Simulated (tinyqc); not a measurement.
# Electroplating on a thin resistive seed layer: kinetics, Wagner number and the terminal effect across a wafer, step by step

A worked calculation. Computed by tinyqc, a small Python program that keeps every step. Command: `OMP_NUM_THREADS=1 python tinyqc.py 3120883 3120884 out.jsonl terminal walk`. One thread of a shared host (Intel(R) Xeon(R) Processor @ 2.30GHz), about 0.02 s of CPU time with the checks. Intermediate numbers are printed to about 6 digits and carried at full precision; extremes and crossings named in words are read from the listed rows.

Current enters the seed at the rim. The bath is treated as a local resistance per area (no lateral flow in the liquid), two electrons per ion, molar volume 7.11 cm^3/mol, Faraday constant F = e N_A, kinematic viscosity 0.01 cm^2/s, omega = 2 pi x rpm/60; k_B T/e is in volts.

Inputs (values chosen for the exercise, of the order of those for copper plating from an acid sulfate bath):
```
quantity                               value         unit
wafer radius R                            10           cm
seed thickness t                          27           nm
seed resistivity                          13  microohm cm
bath conductivity kappa                 0.07         S/cm
gap to the anode h                       5.5           cm
extra resistance of a porous plate       130     ohm cm^2
exchange current density i_0            0.05      mA/cm^2
cathodic transfer coefficient alpha     0.48            -
mean current density                     2.3      mA/cm^2
diffusivity of the metal ion         5.7e-06       cm^2/s
metal ion concentration                 0.25        mol/L
rotation rate                            200          rpm
temperature T                            298            K
```

Constants: e = 1.602176634e-19 C; N_A = 6.02214076e+23 1/mol; k_B = 8.617333262e-05 eV/K.

## Rate, limit and resistances

Growth rate = i V_m/(2 F). Levich limit i_L = 0.62 x 2 F D^(2/3) omega^(1/2) nu^(-1/6) c. Tafel overpotential eta = (k_B T/(alpha e)) ln(i/i_0); kinetic resistance k_B T/(alpha e i); bath resistance h/kappa + plate; R_s = resistivity/t; Wagner number = kinetic resistance x kappa/R.

growth rate = 50.8461 nm/min

limiting current i_L = 94.1027 mA/cm^2

overpotential = 204.830 mV

kinetic resistance = 23.2606 ohm cm^2

bath resistance R_b = 208.571 ohm cm^2

sheet resistance R_s = 4.81481 ohm/square

Wagner number = 0.162824

## Linear estimate of the terminal effect

Linearised: with R_t = kinetic + bath resistance the current density obeys (1/r)(r i')' = i R_s/R_t, so i = A I_0(r/l), l = sqrt(R_t/R_s); with x = R/l, edge/centre = I_0(x) and edge/mean = x I_0(x)/(2 I_1(x)). Voltage drop in the seed for a uniform current: i R_s R^2/4.

length l = 6.93900 cm

x = R/l = 1.44113

edge over centre, linear = 1.59063

edge over mean, linear = 1.23970

drop for uniform current = 276.852 mV

## Current distribution

Full model: seed potential phi(r) with (1/r)(r phi')' = R_s i, where i solves phi = R_b i + (k_B T/(alpha e)) ln(i/i_0) (phi being the driving voltage left at r); phi'(0) = 0 and phi'(R) = R_s i_mean R/2. Solved by collocation to a tolerance of 1e-7.

Across the wafer:
```
r/R   i (mA/cm^2)   i/mean  i/mean, linear
0.00      1.79665  0.78115         0.77938
0.20      1.83317  0.79703         0.79565
0.40      1.94552  0.84588         0.84548
0.60      2.14220  0.93139         0.93201
0.75      2.35370  1.02335         1.02417
0.90      2.62969  1.14335         1.14328
1.00      2.85509  1.24134         1.23970
```

edge over centre, full model = 1.58912

The full model gives 1.59 against 1.59 from the linear form.

## As the film thickens, and with more bath resistance

The film is taken as uniform, with the seed resistivity; the last column adds 100 ohm cm^2 to R_b. Extra power of that plate = i^2 x 100 ohm cm^2 x area.

Edge over centre:
```
thickness (nm)  R_s (ohm/square)  as given  with 100 ohm cm^2 more
27.0                     4.81481   1.58912                 1.39664
40.5                     3.20988   1.37684                 1.25674
54.0                     2.40741   1.27677                 1.18972
81.0                     1.60494   1.18065                 1.12461
135.0                    0.96296   1.10656                 1.07387
270.0                    0.48148   1.05260                 1.03660
540.0                    0.24074   1.02613                 1.01822
```

extra power = 0.166190 W

The ratio falls below 1.1 from 270 nm on as given, and from 135 nm on with the added resistance: what counts is R_s R^2 against the sum of kinetic and bath resistance.

Checks made by the program: mean of the distribution (relative difference 6e-08).
